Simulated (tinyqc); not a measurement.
What each parameter does: WKB tunnelling through a gate dielectric with a two-band (Franz) dispersion.

At depth x the conduction edge lies u(x) = phi - V x/t above the electron. Parabolic: kappa = sqrt(m u/c). Franz: kappa = sqrt(m u (1 - u/Eg)/c), which vanishes at both band edges. c = hbar^2/2m0. T = exp(-2 integral of kappa dx) over the region u > 0; no image force, no prefactor, zero transverse momentum. The region ends at x_e = min(t, phi t/V); x_e < t is the Fowler-Nordheim regime.

Constants: hbar^2/2m0 = 3.80998211 eV angstrom^2.

Values chosen for the exercise (of the size used for hBN on silicon; shifted at random, so the results belong to these values and not to a real crystal): Eg = 6.03 eV (gap of the dielectric); phi = 1.91 eV (barrier above the electron energy at the emitter); m = 0.48 m0 (mass at the conduction edge); t = 19 angstrom (thickness); V = 1.3 V (voltage across the layer).

Exponents 2 I in closed form.

Results for these values:
```
case  2 I parabolic  2 I Franz  log10 T Franz
base         14.963     13.217         -5.740
```

What happens to each result for V = 1.43 V, all else kept?

Answer: 2 I parabolic falls from 14.963 to 14.507; 2 I Franz falls from 13.217 to 12.878; log10 T Franz rises from -5.740 to -5.593.

The same for each parameter in turn:
```
case               2 I parabolic  2 I Franz  log10 T Franz
base                      14.963     13.217         -5.740
Eg = 6.633 eV             14.963     13.386         -5.814
phi = 1.719 eV            13.713     12.343         -5.360
m = 0.432 m0              14.195     12.539         -5.446
t = 20.9 angstrom         16.459     14.539         -6.314
V = 1.43 V                14.507     12.878         -5.593
```

The exponent is linear in t and goes as sqrt(m); Eg enters the two-band form alone.

Program tinyqc; command `OMP_NUM_THREADS=1 python tinyqc.py 1452781 1452782 out.jsonl`; about 0.01 s on one thread of a shared Intel(R) Xeon(R) Processor @ 2.30GHz.
